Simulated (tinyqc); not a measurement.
## Thin-film transistor with exponential tail and deep states, accumulation layer: effect of the temperature

An undoped film in accumulation, thicker than the space-charge layer. With band bending psi the Fermi level lies E0 - psi below the band edge. Free electrons n = n0 exp(psi/Vt) carry the current; electrons in two exponential distributions of traps, a = a0 exp(psi/Va) and d = d0 exp(psi/Vp), do not. Linear regime, ohmic contacts, traps in equilibrium.

Va = kB Tt/q, Vp = kB Td/q; n0 = Nc exp(-E0/Vt), a0 = Nt th(T/Tt) exp(-E0/Va), d0 = Nd th(T/Td) exp(-E0/Vp), th(x) = pi x/sin(pi x). G(psi) = sum over the three kinds of c0 [V (exp(psi/V) - 1) - psi], field F = sqrt(2 q G/(eps0 eps_r)); Vg = psi + eps0 eps_r F/Ci at the surface. Total charge Q = Ci (Vg - psi_s); free charge Qf = q times the integral of n0 (exp(psi/Vt) - 1)/F over psi from 0 to psi_s; I = (W/L) mb Qf Vd; effective mobility mb Qf/Q. Nc, E0 and mb are held fixed.

Inputs (values chosen for the exercise); values close to those of amorphous silicon: relative permittivity of the semiconductor eps_r = 11.8; density of extended states Nc = 4.7e19 cm^-3; band mobility mb = 9.1 cm^2/(V s); total density of tail states Nt = 8.3e19 cm^-3; characteristic temperature of the tail Tt = 350 K; total density of deep states Nd = 6.6e17 cm^-3; characteristic temperature of the deep states Td = 950 K; bulk Fermi level below the band edge E0 = 0.54 eV; gate capacitance Ci = 12 nF/cm^2; ratio W/L WL = 5; drain voltage Vd = 0.2 V; gate voltage above flat band Vg = 28 V.

Constants: q = 1.602176634e-19 C, kB = 1.380649e-23 J/K, Vt = kB T/q, eps0 = 8.8541878128e-14 F/cm where lengths are in cm. Results are converted to the units shown.

Results:
```
T (K)	E0 - psi_s (eV)	Q (nC/cm^2)	free share (%)	effective mobility (cm^2/(V s))	I (nA)
160	0.07506	330.4	0.5475	0.04983	16.46
200	0.08252	330.5	1.415	0.1288	42.56
220	0.08728	330.6	1.941	0.1766	58.39
240	0.09291	330.6	2.457	0.2236	73.93
260	0.09967	330.7	2.890	0.2630	86.98
280	0.1080	330.8	3.146	0.2863	94.72
300	0.1190	330.9	3.101	0.2822	93.38
```

Estimate the missing row, T = 180 K.

Computed row:
```
T (K)	E0 - psi_s (eV)	Q (nC/cm^2)	free share (%)	effective mobility (cm^2/(V s))	I (nA)
180	0.07848	330.5	0.9367	0.08524	28.17
```

With this row back in the table: As T goes from 160 to 300 K, the free share goes from 0.548 through a maximum of 3.15 (at T = 280 K among the rows listed) to 3.10 %, the distance of the Fermi level from the edge rises from 0.0751 to 0.119 eV and the current goes from 16.5 through a maximum of 94.7 (at T = 280 K among the rows listed) to 93.4 nA. The apparent activation energy between the first two rows is 0.0666 eV, against E0 - psi_s = 0.0751 eV there. At T = 300 K T is close to Tt, where the factor th overstates the trapped charge. For T = 220 to 300 K the th form, which assumes a Fermi level far below the edge, overcounts the filled tail at the surface by more than 15 %.

Numbers from tinyqc (`OMP_NUM_THREADS=1 python tinyqc.py 2610003 2610004 out.jsonl`; about 0.01 s on one thread of a shared Intel Xeon 2.30GHz).
